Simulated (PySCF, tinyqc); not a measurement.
Worked calculation: CIS and TDHF on RHF in the sto-3g basis, frozen core, for BeH+, spin multiplicity 1. The lowest restricted solution is unstable here: a spin-polarised one lies 0.0024 hartree lower (PySCF). One step of it, computed by the program tinyqc.

Task: CIS matrix, triplets. A(ia,jb) = (e_a - e_i) d_ij d_ab - (ij|ab).

orbital energies (hartree): MO1 -4.996338, MO2 -0.660261, MO3 -0.253834, MO4 -0.126777, MO5 -0.126777, MO6 0.131604

Two-electron integrals over orbitals (pq|rs), unique and non-zero (hartree); the lowest 1 orbital is frozen and left out:
```
(22|22) 0.466664    (32|22) -0.066588   (32|32) 0.057866    (33|22) 0.325032
(33|32) 0.033376    (33|33) 0.433727    (42|42) 0.045089    (43|42) 0.034046
(43|43) 0.049012    (44|22) 0.350702    (44|32) 0.036763    (44|33) 0.385757
(44|44) 0.449859    (52|52) 0.045089    (53|52) 0.034046    (53|53) 0.049012
(54|54) 0.024249    (55|22) 0.350702    (55|32) 0.036763    (55|33) 0.385757
(55|44) 0.401360    (55|55) 0.449859    (62|22) 0.025364    (62|32) -0.054379
(62|33) -0.013445   (62|44) -0.068099   (62|55) -0.068099   (62|62) 0.119084
(63|22) -0.056772   (63|32) 0.053364    (63|33) 0.052976    (63|44) 0.033518
(63|55) 0.033518    (63|62) -0.059225   (63|63) 0.069965    (64|42) -0.026268
(64|43) -0.008826   (64|64) 0.022833    (65|52) -0.026268   (65|53) -0.008826
(65|65) 0.022833    (66|22) 0.472528    (66|32) -0.070424   (66|33) 0.352457
(66|44) 0.353735    (66|55) 0.353735    (66|62) 0.053515    (66|63) -0.060631
(66|66) 0.510886
```

Give: CIS matrix A, triplet.

Result:

CIS matrix A, triplet (hartree):
```
        2>3     2>4     2>5     2>6
2>3  0.0814  0.0000  0.0000  0.0568
2>4  0.0000  0.1828  0.0000  0.0000
2>5  0.0000  0.0000  0.1828  0.0000
2>6  0.0568  0.0000  0.0000  0.3193
```
